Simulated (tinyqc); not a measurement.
Inside a calculation. Method: RKS/PBE in the sto-3g basis, for H3+, spin multiplicity 1. Computed by tinyqc, a small Python program that keeps every step (integrals from PySCF). Settings: charge = 1, multiplicity = 1, basis = sto-3g, energy threshold = 1e-08, iteration cap = 69, orthogonalisation = symmetric, start = atomic densities, DIIS depth = 0, method = RKS, functional = pbe,pbe, grid = [40, 50]. Command: `OMP_NUM_THREADS=1 python tinyqc.py 29456 29457 out.jsonl` (the two numbers bound the seeds that draw the settings). One thread of a shared host (Intel(R) Xeon(R) Processor @ 2.60GHz), about 0.3 s of CPU time with the checks. Later iterations appear only in the table of the cycle.

## One-electron integrals

Geometry (angstrom):
```
atom         x         y         z
H     0.000000  0.000000  0.000000
H     0.000000  0.000000  1.027000
H     0.000000  0.997000  0.244000
```

Basis sto-3g: exponents (1/bohr^2) and contraction coefficients of normalised primitives:
```
element  l (shell)  exponent  coefficient
H            s (1)  3.425251     0.154329
H            s (1)  0.623914     0.535328
H            s (1)  0.168855     0.444635
```

Overlap, kinetic and nuclear-attraction integrals over the contracted functions; the nuclear repulsion is the sum of Za Zb / Rab.

nuclear repulsion = 1.44824600 hartree

overlap S, order 1H 1s, 2H 1s, 3H 1s:
```
[[1.000000, 0.480719, 0.481052],
 [0.480719, 1.000000, 0.354046],
 [0.481052, 0.354046, 1.000000]]
```

kinetic energy T (hartree), order 1H 1s, 2H 1s, 3H 1s:
```
[[0.760032, 0.101599, 0.101800],
 [0.101599, 0.760032, 0.039293],
 [0.101800, 0.039293, 0.760032]]
```

nuclear attraction V (hartree), order 1H 1s, 2H 1s, 3H 1s:
```
[[-2.228912, -0.991645, -0.992463],
 [-0.991645, -2.140628, -0.702353],
 [-0.992463, -0.702353, -2.140877]]
```

core Hamiltonian H = T + V (hartree), order 1H 1s, 2H 1s, 3H 1s:
```
[[-1.468880, -0.890046, -0.890663],
 [-0.890046, -1.380596, -0.663060],
 [-0.890663, -0.663060, -1.380845]]
```

## Two-electron integrals

Functions are numbered as in S; the eight-fold symmetry (ij|kl) = (ji|kl) = (kl|ij) leaves the list below.

Two-electron integrals (ij|kl) in chemists' order, unique and non-zero (hartree):
```
(11|11) 0.774606   (21|11) 0.297009   (21|21) 0.146994   (22|11) 0.469335
(22|21) 0.297009   (22|22) 0.774606   (31|11) 0.297268   (31|21) 0.126153
(31|22) 0.217333   (31|31) 0.147219   (32|11) 0.179238   (32|21) 0.094895
(32|22) 0.203222   (32|31) 0.094958   (32|32) 0.075101   (33|11) 0.469519
(33|21) 0.217235   (33|22) 0.399771   (33|31) 0.297268   (33|32) 0.203222
(33|33) 0.774606
```

## Orthogonalisation

S = U s U^T; symmetric (Loewdin) form X = U s^(-1/2) U^T, so that X^T S X = 1.

eigenvalues of S: [0.474286, 0.645954, 1.879760]

X, order 1H 1s, 2H 1s, 3H 1s:
```
[[1.181730, -0.247111, -0.247416],
 [-0.247111, 1.121865, -0.122271],
 [-0.247416, -0.122271, 1.122046]]
```

## Starting guess

The start is atomic minimal-basis densities projected into this basis (PySCF's MINAO start) and scaled to the electron count of each spin; this density is not idempotent, so its energy is not variational and may lie below the converged one.

D at the start, order 1H 1s, 2H 1s, 3H 1s:
```
[[0.614059, 0.050097, 0.050106],
 [0.050097, 0.629215, 0.044016],
 [0.050106, 0.044016, 0.629185]]
```

## Iteration 1: exchange-correlation on the grid

Becke grid with 40 radial and 50 angular points per atom, points of zero weight dropped. rho = sum D_ij phi_i phi_j; V_xc,ij = sum w v_xc phi_i phi_j plus the gradient terms; v_xc is d(rho eps)/d rho at fixed gradient.

The 12 grid points with the largest w rho, of 5972 (bohr, atomic units):
```
x                 y         z         w       rho  |grad rho|^2     eps_xc       v_xc
0.000000   0.709864  0.709864  0.027798  0.070483      0.001899  -0.355974  -0.464069
0.000000   0.709864  1.230885  0.031472  0.061975      0.002037  -0.342422  -0.445478
-0.669044  0.669044  0.669044  0.040512  0.046829      0.003787  -0.317291  -0.400663
0.669044   0.669044  0.669044  0.040512  0.046829      0.003787  -0.317291  -0.400663
0.669044   0.669044  1.271705  0.044756  0.041356      0.003168  -0.306232  -0.383904
-0.669044  0.669044  1.271705  0.044756  0.041356      0.003168  -0.306232  -0.383904
0.000000   1.174193  1.170957  0.033121  0.055636      0.002852  -0.331991  -0.428913
-0.579602  0.579602  0.579602  0.032979  0.055849      0.005834  -0.334804  -0.422966
0.579602   0.579602  0.579602  0.032979  0.055849      0.005834  -0.334804  -0.422966
0.000000   0.611189  0.611189  0.023435  0.078539      0.005912  -0.368686  -0.477573
0.000000   0.819408  1.121340  0.031295  0.058788      0.000634  -0.336657  -0.439241
0.000000   1.064648  1.280502  0.035065  0.051231      0.001100  -0.323010  -0.420406
```

electrons on the grid, sum of w rho = 2.000298

E_xc = sum of w rho eps_xc = -0.62849458 hartree

V_xc (hartree), order 1H 1s, 2H 1s, 3H 1s:
```
[[-0.408876, -0.183396, -0.183649],
 [-0.183396, -0.401022, -0.129732],
 [-0.183649, -0.129732, -0.401150]]
```

## Iteration 1: building the Kohn-Sham matrix

J_ij = sum D_kl (ij|kl); F = H + J + V_xc; E = tr D H + tr D J / 2 + E_xc + E_nn.

Coulomb J (hartree), order 1H 1s, 2H 1s, 3H 1s:
```
[[1.141708, 0.541669, 0.542079],
 [0.541669, 1.096552, 0.391433],
 [0.542079, 0.391433, 1.096671]]
```

Kohn-Sham matrix F (hartree), order 1H 1s, 2H 1s, 3H 1s:
```
[[-0.736048, -0.531774, -0.532234],
 [-0.531774, -0.685067, -0.401359],
 [-0.532234, -0.401359, -0.685325]]
```

total energy of this density = -0.94447815 hartree

This density is the starting one; it is not idempotent, so its energy is not variational and may lie below the converged one.

## Iteration 1: diagonalisation and new density

Diagonalise F' = X^T F X, C = X C', fill 1 alpha and 1 beta electrons from the bottom; D = 2 C_occ C_occ^T. Each column has its largest component positive (the first on a tie).

F' = X^T F X (hartree):
```
[[-0.538940, -0.209701, -0.210071],
 [-0.209701, -0.544614, -0.105225],
 [-0.210071, -0.105225, -0.544652]]
```

orbital energies (hartree): [-0.896359, -0.439408, -0.292438]

coefficients C, order 1H 1s, 2H 1s, 3H 1s:
```
[[0.485970, -0.001047, 1.132518],
 [0.385537, 0.880714, -0.640546],
 [0.386140, -0.878885, -0.643125]]
```

D after iteration 1, order 1H 1s, 2H 1s, 3H 1s:
```
[[0.472334, 0.374719, 0.375305],
 [0.374719, 0.297278, 0.297743],
 [0.375305, 0.297743, 0.298208]]
```

## Iteration 2: exchange-correlation on the grid

As before.

The 12 grid points with the largest w rho, of 5972 (bohr, atomic units):
```
x                 y         z         w       rho  |grad rho|^2     eps_xc       v_xc
0.000000   0.709864  0.709864  0.027798  0.104261      0.003863  -0.401285  -0.523950
0.669044   0.669044  0.669044  0.040512  0.069322      0.008064  -0.356579  -0.454806
-0.669044  0.669044  0.669044  0.040512  0.069322      0.008064  -0.356579  -0.454806
0.579602   0.579602  0.579602  0.032979  0.081558      0.010799  -0.374315  -0.479402
-0.579602  0.579602  0.579602  0.032979  0.081558      0.010799  -0.374315  -0.479402
0.000000   0.611189  0.611189  0.023435  0.114619      0.008013  -0.413330  -0.538905
0.000000   0.709864  1.230885  0.031472  0.084024      0.002995  -0.375660  -0.489888
0.000000   0.819408  1.121340  0.031295  0.083245      0.002817  -0.374575  -0.488525
-0.669044  0.669044  1.271705  0.044756  0.055539      0.005435  -0.333923  -0.423016
0.669044   0.669044  1.271705  0.044756  0.055539      0.005435  -0.333923  -0.423016
-0.768053  0.768053  0.768053  0.042755  0.057721      0.006462  -0.338317  -0.426975
0.768053   0.768053  0.768053  0.042755  0.057721      0.006462  -0.338317  -0.426975
```

electrons on the grid, sum of w rho = 2.000344

E_xc = sum of w rho eps_xc = -0.61750139 hartree

V_xc (hartree), order 1H 1s, 2H 1s, 3H 1s:
```
[[-0.426010, -0.189235, -0.189552],
 [-0.189235, -0.384236, -0.131419],
 [-0.189552, -0.131419, -0.384637]]
```

## Iteration 2: building the Kohn-Sham matrix

As before.

Coulomb J (hartree), order 1H 1s, 2H 1s, 3H 1s:
```
[[1.197865, 0.554726, 0.555260],
 [0.554726, 1.077909, 0.392791],
 [0.555260, 0.392791, 1.078558]]
```

Kohn-Sham matrix F (hartree), order 1H 1s, 2H 1s, 3H 1s:
```
[[-0.697024, -0.524555, -0.524955],
 [-0.524555, -0.686924, -0.401687],
 [-0.524955, -0.401687, -0.686924]]
```

total energy of this density = -1.27853220 hartree

## Iteration 2: diagonalisation and new density

As before.

F' = X^T F X (hartree):
```
[[-0.493167, -0.211145, -0.211517],
 [-0.211145, -0.548065, -0.106367],
 [-0.211517, -0.106367, -0.547818]]
```

orbital energies (hartree): [-0.883275, -0.441575, -0.264201]

coefficients C, order 1H 1s, 2H 1s, 3H 1s:
```
[[0.441090, -0.001563, 1.150740],
 [0.410681, 0.880795, -0.624610],
 [0.410845, -0.878804, -0.627744]]
```

D after iteration 2, order 1H 1s, 2H 1s, 3H 1s:
```
[[0.389120, 0.362294, 0.362439],
 [0.362294, 0.337318, 0.337452],
 [0.362439, 0.337452, 0.337587]]
```

## Iteration 14 (converged): orbitals

converged F (hartree), order 1H 1s, 2H 1s, 3H 1s:
```
[[-0.708410, -0.526415, -0.526842],
 [-0.526415, -0.684050, -0.401035],
 [-0.526842, -0.401035, -0.684150]]
```

As before.

F' = X^T F X (hartree):
```
[[-0.506452, -0.211117, -0.211495],
 [-0.211117, -0.544363, -0.106081],
 [-0.211495, -0.106081, -0.544224]]
```

orbital energies (hartree): [-0.885788, -0.438213, -0.271039]

coefficients C, order 1H 1s, 2H 1s, 3H 1s:
```
[[0.456594, -0.001403, 1.144677],
 [0.402093, 0.880790, -0.630178],
 [0.402440, -0.878809, -0.633159]]
```

D after iteration 14, order 1H 1s, 2H 1s, 3H 1s:
```
[[0.416956, 0.367187, 0.367504],
 [0.367187, 0.323358, 0.323637],
 [0.367504, 0.323637, 0.323916]]
```

## Convergence

Stop when the energy changes by less than 1e-08 hartree and every element of the error matrix X^T (F D S - S D F) X is below 3e-05.

Course of the cycle:
```
iteration  E (hartree)     change  largest element of the error matrix
1          -0.94447815          -                             2.06e-02
2          -1.27853220  -3.34e-01                             3.45e-02
3          -1.27944274  -9.11e-04                             1.78e-02
4          -1.27969121  -2.48e-04                             9.34e-03
5          -1.27975810  -6.69e-05                             4.87e-03
6          -1.27977628  -1.82e-05                             2.55e-03
7          -1.27978119  -4.92e-06                             1.34e-03
8          -1.27978253  -1.33e-06                             7.03e-04
9          -1.27978289  -3.62e-07                             3.72e-04
10         -1.27978299  -9.82e-08                             1.99e-04
11         -1.27978301  -2.68e-08                             1.07e-04
12         -1.27978302  -7.34e-09                             5.86e-05
13         -1.27978302  -2.04e-09                             3.28e-05
14         -1.27978302  -5.86e-10                             1.88e-05
```

PySCF RKS in the same basis, fine grid = -1.27972350 hartree

Converged in 14 iterations. The coarse grid moves the energy by -5.95e-05 hartree.

## Populations, bond orders and dipole

Mulliken: Z minus the diagonal of D S on the atom; Loewdin: the same with S^(1/2) D S^(1/2); Mayer order: 2 sum_s sum (D(s) S)_ij (D(s) S)_ji over the two atoms.

Charges (e):
```
atom  Mulliken   Loewdin
1H    0.229742  0.234117
2H    0.385546  0.383330
3H    0.384713  0.382553
```

Mayer bond orders:
```
pair     order
2-1   0.473288
3-1   0.473930
3-2   0.378066
```

dipole moment about the origin, x y z (debye): [0.000000, 1.842309, 2.352731]
